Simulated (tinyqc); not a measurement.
# p-type polysilicon, carrier trapping at grain boundaries, step by step

tinyqc, about 0.01 s, one thread, Intel Xeon 2.30GHz (shared host): `OMP_NUM_THREADS=1 python tinyqc.py 2830239 2830240 out.jsonl` Printed values are rounded.

One-dimensional grains of size Lg, uniform ionised doping N, monovalent traps Qt at each boundary at a depth Et below (for electrons) or above (for holes) the band edge there, abrupt depletion of width W on each side of a boundary, Boltzmann statistics. xi is the distance from the band edge at the grain centre to the Fermi level. Trapped charge Qt/(1 + exp((xi + VB - Et)/Vt)) = 2 N W, barrier VB = q N W^2/(2 eps0 eps_r).

Inputs (values chosen for the exercise); values of the order met in polycrystalline silicon: temperature T = 350 K; relative permittivity eps_r = 11.7; valence-band density of states at T NB = 3.34e19 cm^-3; grain size Lg = 120 nm; trap density of a grain boundary Qt = 5.2e11 cm^-2; depth of the trap level from the majority band edge at the boundary Et = 0.43 eV; mass for thermionic emission ms = 0.44 m0; correction factor of the emission rate fe = 0.25; doping N = 2.3e16 cm^-3.

Constants: q = 1.602176634e-19 C, kB = 1.380649e-23 J/K, m0 = 9.1093837015e-31 kg, Vt = kB T/q, eps0 = 8.8541878128e-14 F/cm where lengths are in cm. Results are converted to the units shown.

## Depletion width, Fermi level and barrier

If the trap equation with xi = Vt ln(NB/N) has a root W < Lg/2, the grain is partly depleted; otherwise W = Lg/2 and the trap equation gives xi = Et - VB + Vt ln(Qt/(N Lg) - 1). N* = Qt/Lg.

N* = 4.33333e16 cm^-3
W = 60 nm
xi = 0.362254 V
VB = 0.0640289 V
share of traps filled = 0.530769

N is 0.531 N*, and the grain is fully depleted; VB = 2.12 Vt.

## Resistivity and effective mobility

n0 = NB exp(-xi/Vt); mean density n0 (1 - 2 W/Lg) by charge balance in a partly depleted grain, and n0 (sqrt(pi)/2) erf(u)/u with u = sqrt(VB/Vt) in a fully depleted one; v = sqrt(kB T/(2 pi ms m0)); barrier resistivity Vt exp(VB/Vt)/(q fe n0 v Lg); grain resistivity (1 - 2 W/Lg)/(q n0 mug); effective mobility 1/(q mean density total resistivity).

n0 = 2.03008e14 cm^-3
mean density = 1.18620e14 cm^-3
v = 4.38041e6 cm/s
barrier resistivity = 589.598 ohm cm
grain resistivity = 0.00000 ohm cm
resistivity = 589.598 ohm cm
effective mobility = 89.2432 cm^2/(V s)

The resistivity is 128 times that of a single crystal with the same N and mobility mug, and the mean density is 0.516 % of N. The effective mobility exceeds mug only because drift through the depleted grain is left out.
